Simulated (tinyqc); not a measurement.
Delta-doped HEMT, charge control: effect of the undoped spacer next to the channel.

A two-dimensional electron gas of density ns under a barrier. EF and the subbands are counted from the conduction-band edge of the channel at the interface. Two subbands of a triangular well with an infinite wall, parabolic band, no carriers in the barrier.

Fully depleted barrier with eb = ebr: Vp = q ND (d - ds)/(eps0 eb); donors per area ND; Voff = phiB - dEc - Vp. F = q (eta ns + Nb)/(eps0 ec) in eV/nm; E_k = a_k (C F^2/me)^(1/3), a_0 = 2.338107, a_1 = 4.087949, C = hbar^2/(2 m0); D = me m0 q/(pi hbar^2); ns = D Vt [ln(1 + exp((EF - E_0)/Vt)) + ln(1 + exp((EF - E_1)/Vt))], which gives EF = E_0 + Vt ln{2 s/[(1 + u) + sqrt((1 + u)^2 + 4 u s)]} with s = exp(ns/(D Vt)) - 1, u = exp((E_0 - E_1)/Vt). Charge control: ns + Nb = eps0 eb (Vg - Voff - EF)/(q d). Gate capacitance C = q dns/dVg = eps0 eb/(d + dd), dd = (eps0 eb/q) dEF/dns.

Inputs (values chosen for the exercise); material values close to those of AlGaAs on GaAs:
```
symbol,value,unit,meaning
T,77,K,temperature
d,43,nm,barrier thickness from gate to channel
me,0.0663,m0,electron mass in the channel
ec,13.2,,relative permittivity of the channel
ebr,11.9,,relative permittivity of the barrier
phiB,1.01,eV,barrier height of the gate
dEc,0.229,eV,conduction-band offset
ND,4.2e12,cm^-2,sheet density of the donor plane at ds from the channel
eta,0.5,,share of ns that counts in the confining field
Nb,5.3e10,cm^-2,depletion charge of the buffer
Vg,0,V,gate voltage
```

Constants: q = 1.602176634e-19 C, kB = 1.380649e-23 J/K, hbar = 1.054571817e-34 J s, m0 = 9.1093837015e-31 kg, Vt = kB T/q, eps0 = 8.8541878128e-14 F/cm where lengths are in cm, hbar^2/(2 m0) = 0.0380998212 eV nm^2. Results are converted to the units shown.

Result of one run:
```
Voff (V)  ns (cm^-2)  EF (eV)  EF - E_0 (eV)  second subband (%)  dd (nm)  C (uF/cm^2)  EF/dEc
-1.327      1.721e12   0.1665        0.06164              0.8148    4.856       0.2202  0.7270
```

Which undoped spacer next to the channel ds gave this result: 3, 4, 9 or 10 nm?

ds = 10 nm.

The whole series:
```
ds (nm)  Voff (V)  ns (cm^-2)  EF (eV)  EF - E_0 (eV)  second subband (%)  dd (nm)  C (uF/cm^2)  EF/dEc
1          -1.901    2.514e12   0.2228        0.08950               1.410    4.500       0.2218  0.9729
3          -1.774    2.337e12   0.2106        0.08337               1.217    4.574       0.2215  0.9197
4          -1.710    2.249e12   0.2045        0.08029               1.135    4.612       0.2213  0.8928
6          -1.582    2.073e12   0.1920        0.07410              0.9964    4.689       0.2209  0.8384
7          -1.518    1.985e12   0.1857        0.07099              0.9397    4.729       0.2208  0.8108
9          -1.390    1.809e12   0.1729        0.06476              0.8492    4.812       0.2204  0.7551
10         -1.327    1.721e12   0.1665        0.06164              0.8148    4.856       0.2202  0.7270
12         -1.199    1.546e12   0.1534        0.05539              0.7674    4.951       0.2197  0.6699
```

As ds goes from 1 to 12, ns falls from 2.51e12 to 1.55e12 cm^-2, EF falls from 0.223 to 0.153 eV and C falls from 0.222 to 0.220 uF/cm^2. Voff rises from -1.90 to -1.20 V. For ds = 1, 3, 4, 6, 7 EF is within a fifth of the offset, so the levels of an infinite wall are unreliable. For ds = 1, 3, 4, 6, 7, 9, 10, 12 the band minimum in the barrier comes within 3 Vt of EF or below it, so the barrier is no longer depleted and takes electrons that the model puts in the channel.

Computed by the program tinyqc: `OMP_NUM_THREADS=1 python tinyqc.py 2180064 2180065 out.jsonl`, one thread of a shared Intel Xeon 2.30GHz, about 0.01 s for the whole run.
